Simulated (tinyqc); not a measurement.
Worked calculation: Stoner model of a band magnet at zero temperature. Computed by tinyqc, a small Python program that keeps every step. Command: `OMP_NUM_THREADS=1 python tinyqc.py 3020478 3020479 out.jsonl stoner walk`. One thread of a shared host (Intel(R) Xeon(R) Processor @ 2.30GHz), about 0.01 s of CPU time with the checks. Intermediate numbers are printed to about 6 digits and carried at full precision; extremes and crossings named in words are read from the listed rows.

Five orbitals per spin share one band; u = (E - E_bottom)/W runs from 0 to 1, and the states per spin, atom and energy are g = 5 d(u)/W with d = (8/pi) sqrt(u (1 - u)). N(u) is the integral of d from 0. The moment m = n_up - n_down (electrons per atom) moves the fillings to n +/- m/10; the energy is E(m) = E_band(m) - I m^2/4.

Inputs (values chosen for the exercise, for a model d band):
```
quantity                    value  unit
band width W                  2.1    eV
filling n per spin orbital   0.46     -
Stoner parameter I          0.306    eV
field B                         1     T
start moment m0              0.57  mu_B
largest number of steps       600     -
```

Density of states: semi-elliptic.

Constants: mu_B = 5.7883818060e-05 eV/T.

## The paramagnetic state

Solve N(u_F) = n; g_F = 5 d(u_F)/W; the Stoner product is I g_F.

u_F = 0.468563

g_F = 3.02552 1/eV

Stoner product I g_F = 0.925811

I g_F < 1: the paramagnet is locally stable.

## Exchange-enhanced response

The susceptibility is enhanced by 1/(1 - I g_F), and a field B induces m = 2 mu_B B g_F/(1 - I g_F).

enhancement = 13.4790

induced moment = 0.00472113 mu_B

## Fixed-moment scan

For a moment m the Fermi levels of the two spins lie W [u(n + m/10) - u(n - m/10)] =: Delta apart; gbar = m/Delta is the mean density of states between them. A solution has I gbar = 1, is stable where gbar falls with m, or sits at saturation m_max = 10 min(n, 1 - n) if I gbar > 1 there. E_band(m) = 5 W [e(n + m/10) + e(n - m/10) - 2 e(n)], e = integral of u d(u) up to the Fermi level.

Against the moment:
```
m (mu_B)  Delta (eV)    I gbar  E(m) - E(0) (meV)
0.23         0.07604  0.925604              0.325
0.69         0.22852  0.923943              2.958
1.38         0.45990  0.918200             12.319
2.07         0.69752  0.908106             29.629
2.76         0.94613  0.892645             57.800
3.45         1.21398  0.869620            101.891
4.14         1.52123  0.832773            171.366
4.60         1.81822  0.774166            243.296
```

I gbar runs between 0.774 and 0.926; the energy falls with m where it exceeds 1 and rises where it is below. The lowest row is m = 0.23, and no row lies below the paramagnet.

## Self-consistent moment

Split the bands by Delta = I m, find the common Fermi level that keeps 10 n electrons, and read m(out) = 5 [N(u + Delta/(2W)) - N(u - Delta/(2W))], N clipped to 0 and 1. Start from m0 (at most 0.9 m_max, m_max = 10 min(n, 1 - n)); stop when m changes by less than 1e-8; moments under 1e-5 count as 0.

Iteration:
```
step  m in (mu_B)   Delta (eV)  m out (mu_B)
1     5.70000e-01  1.74420e-01   5.27093e-01
2     5.27093e-01  1.61290e-01   4.87498e-01
3     4.87498e-01  1.49174e-01   4.50943e-01
4     4.50943e-01  1.37989e-01   4.17182e-01
5     4.17182e-01  1.27658e-01   3.85988e-01
...           ...          ...           ...
195   1.80981e-07  5.53802e-08   1.67554e-07
196   1.67554e-07  5.12715e-08   1.55123e-07
197   1.55123e-07  4.74677e-08   1.43615e-07
198   1.43615e-07  4.39461e-08   1.32960e-07
199   1.32960e-07  4.06858e-08   1.23096e-07
```

moment m = 0 mu_B

last change of m = 9.86423e-09

The moment dies away, once small by the factor I g_F a step.

Checks made by the program: N(u_F) against quadrature of d (relative difference below 1e-10).
